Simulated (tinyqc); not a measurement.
Rectangular fin or nanosheet with a gate all round, subbands and threshold shift from confinement: one step of the calculation.

Undoped body with a flat potential across it, hard walls, transport along x. One isotropic valley (g = 1, mx = my = mz = me). Non-parabolicity enters the subband edges through E (1 + al E) = gamma, so E = 2 gamma/(1 + sqrt(1 + 4 al gamma)); motion within a subband is taken as parabolic with the band-edge mass. Energies are counted from the bulk band edge.

Problem. Threshold shift. Each subband has N_k = g sqrt(2 mx m0 kB T/(pi hbar^2)); without degeneracy n = exp(EF/Vt) sum N_k exp(-E_k/Vt). Classical value Nc times t H, Nc = sum over valleys of 2 g (m m0 kB T/(2 pi hbar^2))^1.5 with m = (mx my mz)^(1/3). Threshold shift dVT = Vt ln(classical value/sum N_k exp(-E_k/Vt)). Use the subbands listed.

Inputs (values chosen for the exercise); masses close to those of InAs:
```
symbol   value  unit                meaning
T          200     K            temperature
me      0.0233    m0  mass at the band edge
t          8.9    nm        width (along y)
H         35.6    nm       height (along z)
```

Constants: q = 1.602176634e-19 C, kB = 1.380649e-23 J/K, hbar = 1.054571817e-34 J s, m0 = 9.1093837015e-31 kg, Vt = kB T/q. Results are converted to the units shown.

| subband | E_k (eV) | N_k (cm^-1) |
|---|---|---|
| 1,1 | 0.14580018 | 5.7921926e5 |
| 1,2 | 0.16619037 | 5.7921926e5 |
| 1,3 | 0.19776898 | 5.7921926e5 |
| 1,4 | 0.23803893 | 5.7921926e5 |
| 1,5 | 0.28477125 | 5.7921926e5 |
| 1,6 | 0.33623124 | 5.7921926e5 |

Wanted: shares; sum N_k exp(-E_k/Vt); Nc; classical value; dVT.

Solution.

| subband | shares (%) |
|---|---|
| 1,1 | 73.506 |
| 1,2 | 22.517 |
| 1,3 | 3.604 |
| 1,4 | 0.348 |
| 1,5 | 0.023 |
| 1,6 | 0.001 |

sum N_k exp(-E_k/Vt) = 166.92 cm^-1
Nc = 4.8581e16 cm^-3
classical value = 1.5392e5 cm^-1
dVT = 117.66 mV

Range of the model: Non-parabolicity also makes carriers heavier within each subband, which is left out, so densities of states are understated at high energy.

Numbers from tinyqc (`OMP_NUM_THREADS=1 python tinyqc.py 2350085 2350086 out.jsonl`; about 0.08 s on one thread of a shared Intel Xeon 2.30GHz).
